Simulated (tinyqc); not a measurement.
## Trap density from swing and capacitance

Question. In an MOS structure at one bias the subthreshold swing is S = Vt ln 10 (1 + (Cd + q Dit)/Cox) and 1/C_HF = 1/Cox + 1/Cd, Cox = 3.9 eps0/EOT. Find Cd and Dit.

Values chosen for this exercise:

| symbol | value | unit | meaning |
|---|---|---|---|
| T | 300 | K | temperature |
| EOT | 3.5 | nm | equivalent oxide thickness |

Constants: q = 1.602176634e-19 C, kB = 1.380649e-23 J/K, Vt = kB T/q, eps0 = 8.8541878128e-14 F/cm where lengths are in cm. Results are converted to the units shown.

S = 92.146166 mV/decade
C_HF = 39.503147 nF/cm^2

Solution. C_HF gives Cd, and the swing gives Cd + q Dit.

Cd = 41.15 nF/cm^2
Dit = 3.118e12 cm^-2 eV^-1

Numbers from tinyqc (`OMP_NUM_THREADS=1 python tinyqc.py 2030019 2030020 out.jsonl`; about 0.01 s on one thread of a shared Intel Xeon 2.30GHz).
